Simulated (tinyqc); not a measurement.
Inside a calculation. Method: empirical pseudopotential in a few plane waves. One step of it, computed by the program tinyqc.

Question. Levels at G. Diagonalise the Hermitian matrix.

H(k) at G (eV), order +0+0+0, -1-1-1, -1-1+1, -1+1-1, -1+1+1, +1-1-1, +1-1+1, +1+1-1, +1+1+1, -2+0+0, +0-2+0, +0+0-2, +0+0+2, +0+2+0, +2+0+0:
```
[[0.000000, 2.289721+0.981309i, -2.289721+0.981309i, -2.289721+0.981309i, -2.289721-0.981309i, -2.289721+0.981309i, -2.289721-0.981309i, -2.289721-0.981309i, 2.289721-0.981309i, 0.000000+0.476199i, 0.000000+0.476199i, 0.000000+0.476199i, 0.000000-0.476199i, 0.000000-0.476199i, 0.000000-0.476199i],
 [2.289721-0.981309i, 16.003496, 0.000000-0.476199i, 0.000000-0.476199i, 0.040817, 0.000000-0.476199i, 0.040817, 0.040817, 0.000000, -2.289721-0.981309i, -2.289721-0.981309i, -2.289721-0.981309i, -0.500275+0.355965i, -0.500275+0.355965i, -0.500275+0.355965i],
 [-2.289721-0.981309i, 0.000000+0.476199i, 16.003496, -0.040817, 0.000000-0.476199i, -0.040817, 0.000000-0.476199i, 0.000000, 0.040817, -2.289721+0.981309i, -2.289721+0.981309i, 0.500275+0.355965i, 2.289721-0.981309i, -0.500275-0.355965i, -0.500275-0.355965i],
 [-2.289721-0.981309i, 0.000000+0.476199i, -0.040817, 16.003496, 0.000000-0.476199i, -0.040817, 0.000000, 0.000000-0.476199i, 0.040817, -2.289721+0.981309i, 0.500275+0.355965i, -2.289721+0.981309i, -0.500275-0.355965i, 2.289721-0.981309i, -0.500275-0.355965i],
 [-2.289721+0.981309i, 0.040817, 0.000000+0.476199i, 0.000000+0.476199i, 16.003496, 0.000000, -0.040817, -0.040817, 0.000000-0.476199i, 2.289721+0.981309i, -0.500275+0.355965i, -0.500275+0.355965i, -2.289721-0.981309i, -2.289721-0.981309i, 0.500275-0.355965i],
 [-2.289721-0.981309i, 0.000000+0.476199i, -0.040817, -0.040817, 0.000000, 16.003496, 0.000000-0.476199i, 0.000000-0.476199i, 0.040817, 0.500275+0.355965i, -2.289721+0.981309i, -2.289721+0.981309i, -0.500275-0.355965i, -0.500275-0.355965i, 2.289721-0.981309i],
 [-2.289721+0.981309i, 0.040817, 0.000000+0.476199i, 0.000000, -0.040817, 0.000000+0.476199i, 16.003496, -0.040817, 0.000000-0.476199i, -0.500275+0.355965i, 2.289721+0.981309i, -0.500275+0.355965i, -2.289721-0.981309i, 0.500275-0.355965i, -2.289721-0.981309i],
 [-2.289721+0.981309i, 0.040817, 0.000000, 0.000000+0.476199i, -0.040817, 0.000000+0.476199i, -0.040817, 16.003496, 0.000000-0.476199i, -0.500275+0.355965i, -0.500275+0.355965i, 2.289721+0.981309i, 0.500275-0.355965i, -2.289721-0.981309i, -2.289721-0.981309i],
 [2.289721+0.981309i, 0.000000, 0.040817, 0.040817, 0.000000+0.476199i, 0.040817, 0.000000+0.476199i, 0.000000+0.476199i, 16.003496, -0.500275-0.355965i, -0.500275-0.355965i, -0.500275-0.355965i, -2.289721+0.981309i, -2.289721+0.981309i, -2.289721+0.981309i],
 [0.000000-0.476199i, -2.289721+0.981309i, -2.289721-0.981309i, -2.289721-0.981309i, 2.289721-0.981309i, 0.500275-0.355965i, -0.500275-0.355965i, -0.500275-0.355965i, -0.500275+0.355965i, 21.337995, -0.040817, -0.040817, 0.040817, 0.040817, 0.000000],
 [0.000000-0.476199i, -2.289721+0.981309i, -2.289721-0.981309i, 0.500275-0.355965i, -0.500275-0.355965i, -2.289721-0.981309i, 2.289721-0.981309i, -0.500275-0.355965i, -0.500275+0.355965i, -0.040817, 21.337995, -0.040817, 0.040817, 0.000000, 0.040817],
 [0.000000-0.476199i, -2.289721+0.981309i, 0.500275-0.355965i, -2.289721-0.981309i, -0.500275-0.355965i, -2.289721-0.981309i, -0.500275-0.355965i, 2.289721-0.981309i, -0.500275+0.355965i, -0.040817, -0.040817, 21.337995, 0.000000, 0.040817, 0.040817],
 [0.000000+0.476199i, -0.500275-0.355965i, 2.289721+0.981309i, -0.500275+0.355965i, -2.289721+0.981309i, -0.500275+0.355965i, -2.289721+0.981309i, 0.500275+0.355965i, -2.289721-0.981309i, 0.040817, 0.040817, 0.000000, 21.337995, -0.040817, -0.040817],
 [0.000000+0.476199i, -0.500275-0.355965i, -0.500275+0.355965i, 2.289721+0.981309i, -2.289721+0.981309i, -0.500275+0.355965i, 0.500275+0.355965i, -2.289721+0.981309i, -2.289721-0.981309i, 0.040817, 0.000000, 0.040817, -0.040817, 21.337995, -0.040817],
 [0.000000+0.476199i, -0.500275-0.355965i, -0.500275+0.355965i, -0.500275+0.355965i, 0.500275+0.355965i, 2.289721+0.981309i, -2.289721+0.981309i, -2.289721+0.981309i, -2.289721-0.981309i, 0.000000, 0.040817, 0.040817, -0.040817, -0.040817, 21.337995]]
```

Give: eigenvalues.

Answer.

eigenvalues (eV): [-3.416, 11.834, 12.212, 12.212, 12.212, 16.274, 16.274, 16.274, 18.019, 21.420, 21.420, 24.940, 24.940, 24.940, 26.500]
